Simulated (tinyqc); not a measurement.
On-chip power grid, static voltage drop by conjugate gradients: one step of the calculation.

A grid of 3 rows and 4 columns, node k = 4 row + column. Neighbours in a row are joined by Rx, in a column by Ry; pad nodes, which reach the supply through Rp: 0, 3, 8, 11. Each node draws I0, node 11 draws kh I0. The drops u = Vdd - V solve G u = i, with G the conductance matrix (1/Rp added on the diagonal at pad nodes).

Question. Diagonal of G, loads and first direction. G_kk = sum of the conductances at node k. Start u = 0, so the residual is r = i; z = r/G_kk (Jacobi preconditioner), p = z.

Parameters, values chosen for the exercise: resistance of a horizontal segment Rx = 0.11 ohm; resistance of a vertical segment Ry = 0.36 ohm; resistance from a pad node to the supply Rp = 0.08 ohm; load current of an ordinary node I0 = 5.6 mA; factor on the load at the hot node kh = 5.

Wanted: G_kk; r at the start; p at the start.

Answer.

G_kk (S):
```
        col 0   col 1   col 2   col 3
row 0  24.369  20.960  20.960  24.369
row 1  14.646  23.737  23.737  14.646
row 2  24.369  20.960  20.960  24.369
```

r at the start (mA):
```
        col 0   col 1   col 2   col 3
row 0  5.6000  5.6000  5.6000  5.6000
row 1  5.6000  5.6000  5.6000  5.6000
row 2  5.6000  5.6000  5.6000  28.000
```

p at the start (mV):
```
         col 0    col 1    col 2    col 3
row 0  0.22980  0.26718  0.26718  0.22980
row 1  0.38234  0.23591  0.23591  0.38234
row 2  0.22980  0.26718  0.26718   1.1490
```

Numbers from tinyqc (`OMP_NUM_THREADS=1 python tinyqc.py 2770229 2770230 out.jsonl`; about 0.1 s on one thread of a shared Intel Xeon 2.30GHz).
